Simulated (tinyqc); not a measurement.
Drifting, spreading and decaying minority pulse (Haynes-Shockley), Crank-Nicolson time steps: one step of the calculation.

Low injection in a uniform field: dn/dt = D d2n/dx2 - v dn/dx - n/tau with D = mu Vt and v = mu F towards +x. Exact solution on an infinite bar for a Gaussian start at x0: n = N0 exp(-t/tau) exp(-(x - x0 - v t)^2/(2 s^2))/sqrt(2 pi s^2), s^2 = s0^2 + 2 D t.

Question. Densities after a time step. (L n)_i = a n_(i-1) + b n_i + c n_(i+1), n = 0 beyond the ends. Crank-Nicolson step: solve n(new) - L n(new)/2 = n + L n/2.

a = 1.5827631
b = -2.1939879
c = 0.53881106
n at t = 0, node 1 to 11 (in units of 1e11 cm^-3): [0.0788508, 0.5785598, 1.9128177, 2.8495877, 1.9128177, 0.5785598, 0.0788508, 0.0048422, 0.0001340, 0.0000017, 0.0000000]

Give: n at t = 1 dt.

Answer.

n at t = 1 dt, node 1 to 11 (in units of 1e11 cm^-3): [0.122, 0.401, 0.824, 1.374, 1.770, 1.478, 0.819, 0.357, 0.144, 0.057, 0.022]

Computed by the program tinyqc: `OMP_NUM_THREADS=1 python tinyqc.py 2310010 2310011 out.jsonl`, one thread of a shared Intel Xeon 2.30GHz, about 0.01 s for the whole run.
